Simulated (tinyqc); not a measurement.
## Electron continuity equation in a given potential, Scharfetter-Gummel discretisation: current and errors against the applied potential

Steady state in one dimension: J = q mu n E + q D dn/dx with E = -dpsi/dx and D = mu Vt, dJ/dx = 0, fixed densities nL and nR at the ends. The potential is given, psi = U x/L, and is not changed by the electrons.

11 equal intervals. Fluxes J_i = (q D/h)(n_(i+1) P_i - n_i Q_i), d_i = (psi_(i+1) - psi_i)/Vt: Scharfetter-Gummel P = B(d), Q = B(-d), B(d) = d/(exp(d) - 1); central P = 1 - d/2, Q = 1 + d/2; upwind P = 1 + max(-d, 0), Q = 1 + max(d, 0). Balance at each inner node: J_i - J_(i-1) = 0. The reference is Scharfetter-Gummel on 4000 intervals or more. Errors are those of J on the first interval against the reference at its midpoint; errors under 1e-6 % are printed as 0.

Inputs (values chosen for the exercise); mobility close to that of gallium phosphide at room temperature: temperature T = 400 K; electron mobility mu = 250 cm^2/(V s); length of the region L = 3.8 um; density at x = 0 nL = 1.6e12 cm^-3; density at x = L nR = 0 cm^-3.

Constants: q = 1.602176634e-19 C, kB = 1.380649e-23 J/K, Vt = kB T/q. Results are converted to the units shown.

Current and errors against the applied potential:
columns A: U (V); B: largest |d|; C: reference J (A/cm^2); D: SG error (%); E: central error (%); F: upwind error (%); G: most negative central n (cm^-3), 0 if none
```
A            B          C  D         E        F  G
0.019  0.05011  -0.007562  0   -0.0157     1.86  0
0.076   0.2004   -0.01441  0   -0.0916     2.75  0
0.19    0.5011   -0.03217  0   -0.0458    0.752  0
0.38     1.002   -0.06409  0  -1.08e-3   0.0466  0
0.57     1.503   -0.09613  0  -6.53e-6  4.13e-3  0
0.83     2.189    -0.1400  0         0  2.88e-4  0
1.1      2.901    -0.1855  0         0  3.14e-5  0
1.7      4.484    -0.2867  0  -2.61e-3        0  0
```

The reference current falls from -0.00756 to -0.287 A/cm^2. The largest errors in size are 0 % (Scharfetter-Gummel), 0.092 % (central) and 2.7 % (upwind).

Numbers from tinyqc (`OMP_NUM_THREADS=1 python tinyqc.py 2220110 2220111 out.jsonl`; about 0.01 s on one thread of a shared Intel Xeon 2.30GHz).
